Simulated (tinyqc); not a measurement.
# Punch-through p+-n junction, ionisation integral and breakdown: effects of single changes

A p+ layer at x < 0 and an n drift layer from x = 0 to L on an n+ substrate. Depletion approximation, built-in voltage neglected. Local ionisation coefficients alpha_n = an exp(-(bn/E)^mx), alpha_p = ap exp(-(bp/E)^mx). Electrons move towards +x, holes towards x = 0.

Values chosen for this exercise; material values close to those of 4H silicon carbide: relative permittivity eps_r = 9.83; prefactor of the electron ionisation coefficient an = 1.81e8 1/cm; field constant for electrons bn = 3.39e7 V/cm; prefactor of the hole ionisation coefficient ap = 3.39e8 1/cm; field constant for holes bp = 2.52e7 V/cm; exponent mx = 1; electron mobility of the drift layer mu = 912 cm^2/(V s); donor density of the drift layer N = 8.4e16 cm^-3; thickness of the drift layer L = 1 um.

Constants: q = 1.602176634e-19 C, eps0 = 8.8541878128e-14 F/cm where lengths are in cm. Results are converted to the units shown.

Each table varies one quantity; the others keep the values above.

## Multiplication against voltage

W = sqrt(2 eps0 eps_r V/(q N)), peak field E0 = q N W/(eps0 eps_r), falling linearly to 0 at W; if W > L the layer is punched through: W = L, E0 = V/L + q N L/(2 eps0 eps_r), falling linearly to E1 = V/L - q N L/(2 eps0 eps_r). G(x) = integral from 0 to x of (alpha_n - alpha_p); I_n = integral of alpha_n exp(-G) (electrons injected at x = 0), I_p = integral of alpha_p exp(G(end) - G) (holes injected at the far edge); M = 1/(1 - I). Integrals on a fine grid; BV is where I_n = 1. Here BV = 254.309 V; the Miller exponent is n = ln(1 - 1/M)/ln(V/BV).

Multiplication against voltage:
```
V (V)  E0 (kV/cm)      I_n      I_p   M_n   M_p  Miller n, electrons  Miller n, holes
102        1.79e3  6.21e-6  0.00194  1.00  1.00                 13.1             6.83
127        2.04e3  8.10e-5   0.0138  1.00  1.01                 13.6             6.17
153        2.30e3  6.78e-4   0.0675  1.00  1.07                 14.4             5.31
178        2.55e3  0.00376    0.219  1.00  1.28                 15.6             4.26
203        2.80e3   0.0181    0.510  1.02  2.04                 17.8             2.99
219        2.96e3   0.0511    0.727  1.05  3.66                 19.9             2.14
234        3.11e3    0.152    0.890  1.18  9.12                 22.6             1.40
244        3.21e3    0.356    0.960  1.55  25.0                 25.0            0.985
250        3.27e3    0.635    0.987  2.74  75.3                 26.6            0.782
```

Read the table: what changes, and by how much?

M_n rises from 1.000 to 2.74 and M_p from 1.002 to 75.3; both diverge at BV. The Miller exponent for electrons rises from 13.1 to 26.6 and that for holes falls from 6.83 to 0.782, so one exponent describes neither over the whole range. The larger multiplication belongs to holes, whose coefficient at the peak field of the last row is 26.7 times the other.

## Effect of the drift doping

Same model as above.

Specific on-resistance Ron = L/(q mu N) with constant mobility and full ionisation.

Results:
```
N (cm^-3)  BV (V)  E0 at BV (kV/cm)  W at BV (um)  Ron (mohm cm^2)  BV^2/Ron (MW/cm^2)  eps0 eps_r mu E0^3/4 (MW/cm^2)
7e15          278            2.84e3          1.00           0.0978                 788                          4.55e3
1.3e16        277            2.89e3          1.00           0.0526              1.46e3                          4.80e3
2.6e16        276            3.00e3          1.00           0.0263              2.89e3                          5.35e3
5e16          270            3.16e3          1.00           0.0137              5.31e3                          6.24e3
1.8e17        193            3.58e3          1.00          0.00380              9.77e3                          9.14e3
3.5e17        115            3.85e3         0.598          0.00196              6.78e3                          1.13e4
6.7e17       69.8            4.15e3         0.336          0.00102              4.77e3                          1.42e4
```

Estimate the missing row, N = 9.5e16 cm^-3.

Computed row:
```
N (cm^-3)  BV (V)  E0 at BV (kV/cm)  W at BV (um)  Ron (mohm cm^2)  BV^2/Ron (MW/cm^2)  eps0 eps_r mu E0^3/4 (MW/cm^2)
9.5e16        248            3.36e3          1.00          0.00720              8.56e3                          7.51e3
```

With this row back in the table: BV falls from 278 to 69.8 V while the critical field rises from 2840 to 4150 kV/cm. BV goes as N^(0.00) between the first two rows and N^(-0.77) between the last two (a coefficient proportional to E^7 gives -0.75 without punch-through). BV^2/Ron goes from 788 through a maximum of 9770 (at N = 1.8e17 among the rows listed) to 4770 MW/cm^2; the layer is punched through at breakdown in 6 of the 8 rows. For N = 6.7e17 the layer is under 0.5 um wide or BV under 82 V, so dead space, tunnelling and the built-in voltage, all left out, matter.

## Effect of the drift thickness

Same model as above.

The value eps0 eps_r mu E0^3/4 holds for a triangular field; a layer that punches through can exceed it.

Result of one run:
```
L (um)  BV (V)  E0 at BV (kV/cm)  W at BV (um)  Ron (mohm cm^2)  BV^2/Ron (MW/cm^2)  eps0 eps_r mu E0^3/4 (MW/cm^2)
1.4        313            3.32e3          1.40           0.0114              8.57e3                          7.24e3
```

What becomes of these results when the thickness of the drift layer L is changed from 1.4 to 1.9 um, all else the same?

Result of the changed run:
```
L (um)  BV (V)  E0 at BV (kV/cm)  W at BV (um)  Ron (mohm cm^2)  BV^2/Ron (MW/cm^2)  eps0 eps_r mu E0^3/4 (MW/cm^2)
1.9        351            3.32e3          1.90           0.0155              7.96e3                          7.24e3
```

The whole series:
```
L (um)  BV (V)  E0 at BV (kV/cm)  W at BV (um)  Ron (mohm cm^2)  BV^2/Ron (MW/cm^2)  eps0 eps_r mu E0^3/4 (MW/cm^2)
0.32       100            3.37e3         0.320          0.00261              3.84e3                          7.62e3
0.43       129            3.34e3         0.430          0.00350              4.77e3                          7.39e3
0.58       167            3.32e3         0.580          0.00473              5.88e3                          7.27e3
0.78       212            3.32e3         0.780          0.00635              7.05e3                          7.24e3
1.1        271            3.32e3          1.10          0.00896              8.21e3                          7.24e3
1.4        313            3.32e3          1.40           0.0114              8.57e3                          7.24e3
1.9        351            3.32e3          1.90           0.0155              7.96e3                          7.24e3
2.6        356            3.32e3          2.14           0.0212              5.97e3                          7.24e3
3.4        356            3.32e3          2.14           0.0277              4.56e3                          7.24e3
```

BV rises from 100 to 356 V and saturates once L exceeds the free depleted width of 2.14 um, while Ron keeps rising as L. BV^2/Ron goes from 3840 through a maximum of 8570 (at L = 1.4 um among the rows listed) to 4560 MW/cm^2. The best row has L = 0.65 of that width: the last part of the triangle adds little voltage but its full share of resistance. For L = 0.32, 0.43 the layer is under 0.5 um wide or BV under 82 V, so dead space, tunnelling and the built-in voltage, all left out, matter.

Program tinyqc, `OMP_NUM_THREADS=1 python tinyqc.py 2120056 2120057 out.jsonl`; Intel Xeon 2.30GHz, shared host, one thread, about 0.08 s.
